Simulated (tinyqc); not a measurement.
# From cohesive energy E_c back to hopping xi

Model: Gupta-type many-body potential for a metal. Computed by tinyqc, a small Python program. Command: `OMP_NUM_THREADS=1 python tinyqc.py 3015601 3015602 out.jsonl gupta inv`. One thread of a shared host (Intel(R) Xeon(R) Processor @ 2.30GHz), about 0.03 s of CPU time with the checks.

E_i = sum_j A exp(-p (r_ij/r0 - 1)) - xi rho_i^gamma, with rho_i = sum_j exp(-2 q (r_ij/r0 - 1)); gamma = 1/2 is the tight-binding second-moment form. The crystal is fcc unless stated; d is the neighbour distance and a fixed number of shells is kept.

Inputs (values chosen for the exercise, for a model metal):

| quantity | value | unit |
|---|---|---|
| repulsion A | 0.0886 | eV |
| decay p | 11.1 | - |
| decay q | 2.26 | - |
| reference distance r0 | 2.556 | angstrom |
| shells kept | 1 | - |
| embedding exponent gamma | 0.6 | - |

Constants: 1 eV/angstrom^3 = 160.2176634 GPa.

Method. fcc shells: d sqrt(k), k = 1..5, with 12, 6, 24, 12, 24 atoms; Omega = d^3/sqrt2. Equilibrium: dE/dd = 0; B = d^2 E''(d)/(9 Omega).

Problem. A run gave the result below. Find the hopping xi, known to lie between 0.77 and 1.2 eV.

cohesive energy E_c = 2.827753 eV

Solution.

Each step takes the trial c = (a f_b - b f_a)/(f_b - f_a), f being the result less the target and a, b, c the logarithms of the listed values; c replaces end b, the old b replaces a if the sign of f changed, and otherwise f_a is halved.

Scan of the range:

| hopping xi (eV) | cohesive energy E_c (eV) |
|---|---|
| 0.770 | 2.39056 |
| 0.829 | 2.63591 |
| 0.893 | 2.90850 |
| 0.961 | 3.20514 |
| 1.040 | 3.55836 |
| 1.110 | 3.87870 |
| 1.200 | 4.30022 |

False position (Illinois rule, in the logarithm of the input) inside the bracket:

| step | end a | end b | trial | cohesive energy E_c (eV) |
|---|---|---|---|---|
| 1 | 0.829000 | 0.893000 | 0.873542 | 2.82494 |
| 2 | 0.893000 | 0.873542 | 0.874191 | 2.82771 |
| 3 | 0.893000 | 0.874191 | 0.874209 | 2.82779 |
| 4 | 0.874191 | 0.874209 | 0.874200 | 2.82775 |

Cohesive energy E_c rises at every point of a 13-point scan of the range (every second point is shown), so one value fits; it is bracketed by 0.829 and 0.893. The scan shows a pure power law with exponent 1.323, so scaling from any one row also gives the answer directly. Answer: hopping xi = 0.8742 eV.
